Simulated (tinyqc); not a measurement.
Capacitance shares from swing and barrier lowering.

Question. Below threshold the charge is negligible, so the band edge moves as -(aG Vg + aD Vd), aG = CG/CS, aD = CD/CS (CG, CD the capacitances of the barrier top to gate and drain, CS the total), and I goes as exp((aG Vg + aD Vd)/Vt) once Vd is well above Vt. Find aG, aD, CS and CD.

Inputs (values chosen for the exercise):
```
symbol,value,unit,meaning
T,300,K,temperature
```

Constants: q = 1.602176634e-19 C, kB = 1.380649e-23 J/K, Vt = kB T/q. Results are converted to the units shown.

swing = 76.315935 mV/decade
DIBL = 55.128205 mV/V
CG = 2.7002868 pF/cm

Answer. The swing is Vt ln 10/aG and the DIBL, -dVg/dVd at fixed current, is aD/aG.

aG = 0.780
aD = 0.0430
CS = 3.46 pF/cm
CD = 0.149 pF/cm

Computed by the program tinyqc: `OMP_NUM_THREADS=1 python tinyqc.py 2400159 2400160 out.jsonl`, one thread of a shared Intel Xeon 2.30GHz, about 0.06 s for the whole run.
